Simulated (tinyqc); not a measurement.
What moves the results: free and nearly free electrons in a metal. A value that a table varies takes the place of the one given here.

The cubic cell holds 2 atoms: n = 2 z/a^3, kF = (3 pi^2 n)^(1/3), EF = c kF^2/m, vF = 2 c kF/(m hbar), c = hbar^2/2m0; rs = (3/(4 pi n))^(1/3)/a0; D(EF) = 3 n/(2 EF).

Two plane waves k and k - G, G = (110) (2 pi/a): H = [[c k^2/m, V], [V, c (k - G)^2/m]] with c = hbar^2/2m0.

Square wire of width w with grain size w: rho/rho0 = 1/(1 - 3 al/2 + 3 al^2 - 3 al^3 ln(1 + 1/al)) + (3/4) (1 - p) l/w, with al = (l/w) Rg/(1 - Rg) (Mayadas-Shatzkes plus the thick-wire form of Fuchs-Sondheimer); l = hbar kF/(n e^2 rho), e = 1.602176634e-19 C.

Constants: hbar^2/2m0 = 3.80998211 eV angstrom^2; hbar = 6.58211957e-16 eV s; a0 (Bohr radius) = 0.5291772105 angstrom.

Values chosen for the exercise (near those of Na; the results hold for these values, not for the real material):
```
symbol  value  unit          meaning
a       4.266  angstrom      bcc lattice constant
z       1                    free electrons an atom
m       1.55   m0            mass
rho     5.13   micro-ohm cm  bulk resistivity
p       0.2                  specularity of the surfaces
Rg      0.14                 reflection at grain boundaries
w       20     nm            wire width
```

## When the Fermi surface touches the face

On the face the lower band is E = c (G^2/4 + q^2)/m - V, q along the face. EF is held at its free value. A neck opens where EF > c G^2/(4m) - V, with radius q; the second band fills where EF > c G^2/(4m) + V.

Necks:
```
V (eV)  lower band at the face centre (eV)  neck radius (1/angstrom)  radius/kF
0.2                                  2.466                         -          -
0.5                                  2.166                         -          -
0.8                                  1.866                    0.2750      0.301
1.1                                  1.566                    0.4446      0.487
1.4                                  1.266                    0.5654      0.619
1.8                                  0.866                    0.6946      0.760
2.2                                  0.466                    0.8032      0.879
2.6                                  0.066                    0.8988      0.984
```

EF = 2.052 eV
c G^2/(4m) = 2.666 eV

Contact needs V > 0.614 eV. It is first met at V = 0.8 eV of those listed, and the radius then grows as the square root of the excess, to 0.984 kF at 2.6 eV. EF is held at its free value here; a count of states lowers it as V grows, strongly for V of an eV or more, so the threshold is a lower bound, the radii are upper bounds, and some necks may vanish.

## Resistivity of narrow wires

Wires:
```
w (nm)     al  grain term (factor - 1)  surface term  rho (micro-ohm cm)
200     0.023                    0.034         0.085                5.74
100     0.046                    0.068         0.170                6.35
50      0.092                    0.135         0.341                7.57
30      0.154                    0.223         0.568                9.19
20      0.231                    0.331         0.852               11.20
14      0.330                    0.468         1.217               13.77
10      0.462                    0.649         1.704               17.20
7       0.661                    0.919         2.435               22.33
```

l = 28.40 nm

At 7 nm the resistivity is 4.35 times the bulk value; surfaces add more (0.92 from grains, 2.43 from surfaces). It passes twice the bulk value between 30 and 20 nm. The surface formula is meant for w above l = 28 nm, so the rows below that are rough.

## What sets the wire resistivity

All results formed anew. Each row changes one parameter from the base and keeps the others.

Results:
```
case                      EF (eV)  l (nm)  wire rho (micro-ohm cm)
base                        2.052   28.40                   11.197
a = 4.394 angstrom          1.934   30.13                   11.564
m = 1.86 m0                 1.710   28.40                   11.197
rho = 6.156 micro-ohm cm    2.052   23.67                   12.231
p = 0.5                     2.052   28.40                    9.558
Rg = 0.098                  2.052   28.40                   10.644
w = 14 nm                   2.052   28.40                   13.775
```

The largest shifts from the base row, up to three for each result and ties (the steps differ in size, so this ranks the rows, not the parameters). EF (eV): m -0.342, a -0.118; unchanged at the printed digits by rho, p, Rg and w. l (nm): rho -4.73, a +1.73; unchanged at the printed digits by m, p, Rg and w. wire rho (micro-ohm cm): w +2.578, p -1.639, rho +1.034; unchanged at the printed digits by m. The mass drops out of l at given rho, because vF falls and tau rises by the same factor.

tinyqc: `OMP_NUM_THREADS=1 python tinyqc.py 1652612 1652613 out.jsonl`; about 0.01 s, one thread, shared Intel(R) Xeon(R) Processor @ 2.30GHz.
